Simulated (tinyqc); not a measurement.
Comparisons within one model: alloy A(1-x)B(x) by interpolation with bowing. A value that a table varies takes the place of the one given here.

Each gap follows E(x) = (1 - x) E_A + x E_B - C x (1 - x); the lattice constant follows Vegard, a(x) = (1 - x) a_A + x a_B.

Mass at Gamma from the Kane formula 1/m = F + Ep (Eg + 2 Dso/3)/(Eg (Eg + Dso)). F is fixed by the masses of A and B and interpolated linearly, as is Ep; Eg and Dso carry their bowing.

Constants: hc = 1239.841984 eV nm.

Inputs chosen for the exercise (A near InSb, B near InAs; shifted at random, so the results belong to these values and not to a real crystal): a = (6.475, 6.063) angstrom (lattice constant of A, B); Eg = (0.238, 0.415) eV (gap at Gamma to the s-like level of A, B); EgX = (0.626, 1.437) eV (gap to the lowest valley along Gamma-X of A, B); EgL = (0.935, 1.144) eV (gap to L of A, B); C = (0.691, 0.628, 0.698) eV (bowing of the Gamma, X and L gaps); Dso = (0.809, 0.387) eV (spin-orbit splitting of A, B); Ep = (23.5, 21.4) eV (Kane energy of A, B); me = (0.0134, 0.0263) m0 (electron mass at Gamma of A, B); Cs = 1.19 eV (bowing of Dso); x = 0.52 (fraction of B).

## Gaps across the alloy

Eleven compositions.

Gaps (eV):
```
x    a (angstrom)  Gamma      X      L  lowest  wavelength (nm)
0.0        6.4750  0.238  0.626  0.935   Gamma             5209
0.1        6.4338  0.194  0.651  0.893   Gamma             6407
0.2        6.3926  0.163  0.688  0.865   Gamma             7614
0.3        6.3514  0.146  0.737  0.851   Gamma             8493
0.4        6.3102  0.143  0.800  0.851   Gamma             8673
0.5        6.2690  0.154  0.875  0.865   Gamma             8064
0.6        6.2278  0.178  0.962  0.893   Gamma             6951
0.7        6.1866  0.217  1.062  0.935   Gamma             5719
0.8        6.1454  0.269  1.174  0.991   Gamma             4608
0.9        6.1042  0.335  1.299  1.060   Gamma             3700
1.0        6.0630  0.415  1.437  1.144   Gamma             2988
```

The lowest valley is Gamma at every x. The Gamma gap has a minimum inside the range, 0.142 eV at x = (C - (E_B - E_A))/(2C) = 0.372, since the bowing exceeds the difference of the end gaps.

## Three ways to interpolate a mass

Linear in m, linear in 1/m, and the Kane formula.

Masses (m0):
```
x      Eg (eV)  linear in m  linear in 1/m    Kane  Kane m/Eg (1/eV)
0.000    0.238       0.0134         0.0134  0.0134            0.0563
0.125    0.185       0.0150         0.0143  0.0106            0.0576
0.250    0.153       0.0166         0.0153  0.0089            0.0584
0.375    0.142       0.0182         0.0164  0.0083            0.0586
0.500    0.154       0.0198         0.0178  0.0089            0.0581
0.625    0.187       0.0215         0.0193  0.0108            0.0577
0.750    0.241       0.0231         0.0212  0.0140            0.0581
0.875    0.317       0.0247         0.0235  0.0190            0.0599
1.000    0.415       0.0263         0.0263  0.0263            0.0634
```

At x = 0.5 the three give 0.0198, 0.0178 and 0.0089; judged by the largest distance, the Kane value is closer to the interpolation in 1/m (largest distances 0.0109 m0 from the rule in m, 0.0088 m0 from the rule in 1/m), and it dips below both end values, following the bowed gap, which neither rule can do. The ratio m/Eg varies by a factor of 1.13 while the gap varies by 2.91; a constant ratio is the two-band rule m = Eg/Ep at fixed Ep.

## What each parameter does

Gaps at x and the Kane mass. Each row changes one parameter from the base and keeps the others.

Results:
```
case                          Gamma (eV)  X (eV)  L (eV)  mass (m0)
base                              0.1576  0.8910  0.8695     0.0091
x = 0.48                          0.1505  0.8585  0.8611     0.0088
C = (0.791, 0.728, 0.798) eV      0.1326  0.8660  0.8445     0.0078
Eg = (0.25, 0.415) eV             0.1633  0.8910  0.8695     0.0093
EgX = (0.626, 1.365) eV           0.1576  0.8535  0.8695     0.0091
EgL = (0.888, 1.144) eV           0.1576  0.8910  0.8469     0.0091
Ep = (25.8, 23.5) eV              0.1576  0.8910  0.8695     0.0087
Cs = 1.24 eV                      0.1576  0.8910  0.8695     0.0091
```

The largest shifts from the base row, up to three for each result and ties (the steps differ in size, so this ranks the rows, not the parameters). Gamma (eV): C -0.0250, x -0.0071, Eg +0.0058; unchanged at the printed digits by EgX, EgL, Ep and Cs. X (eV): EgX -0.0374, x -0.0324, C -0.0250; unchanged at the printed digits by Eg, EgL, Ep and Cs. L (eV): C -0.0250, EgL -0.0226, x -0.0084; unchanged at the printed digits by Eg, EgX, Ep and Cs. mass (m0): C -0.0013, Ep -0.0004, x -0.0004; unchanged at the printed digits by EgX, EgL and Cs.

Program tinyqc; command `OMP_NUM_THREADS=1 python tinyqc.py 1080929 1080930 out.jsonl`; about 0.01 s on one thread of a shared Intel(R) Xeon(R) Processor @ 2.30GHz.
